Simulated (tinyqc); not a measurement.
Hole mobility in a silicon inversion layer, empirical terms and Matthiessen rule: one step of the calculation.

Inversion layer of sheet density Ns on a uniformly doped body. The mobility terms are empirical power laws with prefactors chosen for the exercise; adding their inverses (Matthiessen) is itself an approximation.

Question. Depletion charge and effective field. ni = sqrt(Nc Nv) exp(-Eg/(2 Vt)), Eg in volts; Ndep = sqrt(2 eps0 eps_r Nb (2 Vt ln(Nb/ni) + Vsb)/q); E = q (Ndep + eta Ns)/(eps0 eps_r), in MV/cm.

Inputs (values chosen for the exercise); material values close to those of silicon: temperature T = 300 K; band gap Eg = 1.12 eV; relative permittivity of the semiconductor eps_r = 11.8; conduction-band density of states at T Nc = 2.8e19 cm^-3; valence-band density of states at T Nv = 2.64e19 cm^-3; body doping Nb = 1.6e18 cm^-3; reverse body bias Vsb = 1 V; weight of the inversion charge in the effective field eta = 0.3333; inversion density Ns = 8.8e11 cm^-2.

Constants: q = 1.602176634e-19 C, kB = 1.380649e-23 J/K, Vt = kB T/q, eps0 = 8.8541878128e-14 F/cm where lengths are in cm. Results are converted to the units shown.

Wanted: ni; Ndep; E.

Answer.

ni = 1.064e10 cm^-3
Ndep = 6.417e12 cm^-2
E = 1.029 MV/cm

The depletion charge gives 95.6 % of the field.

Computed by the program tinyqc: `OMP_NUM_THREADS=1 python tinyqc.py 2510099 2510100 out.jsonl`, one thread of a shared Intel Xeon 2.30GHz, about 0.01 s for the whole run.
